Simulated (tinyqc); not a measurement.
## Metal-interlayer-semiconductor contact, depinning against tunnelling resistance: contact resistivity against the interlayer thickness

Zero bias, n-type semiconductor. Gap states at the semiconductor surface thin out as exp(-be ti), which unpins the barrier; electrons must then cross the interlayer (a rectangular barrier, no voltage drop across it) and the parabolic depleted layer, both by WKB. Energies E are counted from the Fermi level; no image force, parabolic bands.

S = 1/(1 + (1/S0 - 1) exp(-be ti)); phiB = S (phiM - chi) + (1 - S)(Eg - E0); xi = Ec - EF deep inside, from Nd = Nc F(-xi/Vt), F(x) = (2/sqrt(pi)) int_0^infinity sqrt(u) du/(1 + exp(u - x)); band bending U = phiB - xi; E00 = (hbar/2) sqrt(Nd/(eps0 eps_r mt m0)) in volts; A = 4 pi q mA m0 kB^2/h^3. With U = phiB - xi: for xi < E < phiB, y = (E - xi)/U and G1 = (U/E00) [sqrt(1 - y) - y ln((1 + sqrt(1 - y))/sqrt(y))], G1 = 0 above phiB; G2 = 2 ti sqrt(mi max(phiB + dE - E, 0)/C), C = hbar^2/(2 m0); f = 1/(1 + exp(E/Vt)); 1/rho_c = (A T^2/Vt^2) times the integral of exp(-G1 - G2) f over E from xi upwards. Shares under 0.001 % are printed as 0; rows without band bending are left out.

Parameters, values chosen for the exercise; semiconductor values close to those of germanium; interlayer mass of the order of that in hafnium oxide, offset chosen freely: temperature T = 300 K; band gap Eg = 0.641 eV; relative permittivity eps_r = 16.5; electron affinity chi = 4.01 eV; conduction-band density of states at T Nc = 1.04e19 cm^-3; tunnelling mass in the semiconductor mt = 0.119 m0; Richardson mass mA = 1.06 m0; donor density Nd = 6.2e18 cm^-3; charge-neutrality level above the valence band E0 = 0.09 eV; pinning factor without interlayer S0 = 0.049; metal work function phiM = 4.12 eV; conduction-band offset of the interlayer above the semiconductor dE = 1.55 eV; tunnelling mass in the interlayer mi = 0.2 m0; decay constant of gap states through the interlayer be = 2.9 1/nm.

Constants: q = 1.602176634e-19 C, kB = 1.380649e-23 J/K, eps0 = 8.8541878128e-12 F/m, hbar = 1.054571817e-34 J s, h = 6.62607015e-34 J s, m0 = 9.1093837015e-31 kg, Vt = kB T/q, hbar^2/(2 m0) = 0.0380998212 eV nm^2. Results are converted to the units shown.

The same in every row: E00/Vt = 1.28.

Contact resistivity against the interlayer thickness:
```
ti (nm),S,phiB (eV),rho_c (ohm cm^2),rho_c with G2 = 0 (ohm cm^2),peak of the integrand (eV),share above phiB (%)
0,0.0490,0.529,2.83e-4,2.83e-4,0.149,0.0160
0.2,0.0843,0.514,6.79e-4,1.93e-4,0.147,0.0227
0.4,0.141,0.489,0.00127,1.04e-4,0.143,0.0361
0.6,0.227,0.451,0.00171,4.09e-5,0.135,0.0676
0.8,0.344,0.399,0.00159,1.16e-5,0.123,0.150
1,0.484,0.338,0.00114,2.62e-6,0.108,0.375
1.2,0.626,0.275,7.89e-4,5.92e-7,0.0931,0.947
1.4,0.749,0.221,6.76e-4,1.68e-7,0.0797,2.15
1.6,0.842,0.180,8.14e-4,6.74e-8,0.0695,4.08
```

As ti goes from 0 to 1.6, phiB falls from 0.529 to 0.180 eV and rho_c moves up and down between 2.83e-4 and 0.00171 ohm cm^2. No thickness listed beats the bare contact: tunnelling through the layer costs more than the change of the barrier gains. The ratio of rho_c to its value with G2 = 0 runs from 1.00 to 12100.

Range of the model: The depletion charge would drop about 0.062 V across such an interlayer (eps_r near 20) at ti = 1.4 nm and Nd = 6.2e18 cm^-3, against a band bending of 0.21 V; this model leaves that drop out.

Computed by the program tinyqc: `OMP_NUM_THREADS=1 python tinyqc.py 2270092 2270093 out.jsonl`, one thread of a shared Intel Xeon 2.30GHz, about 0.03 s for the whole run.
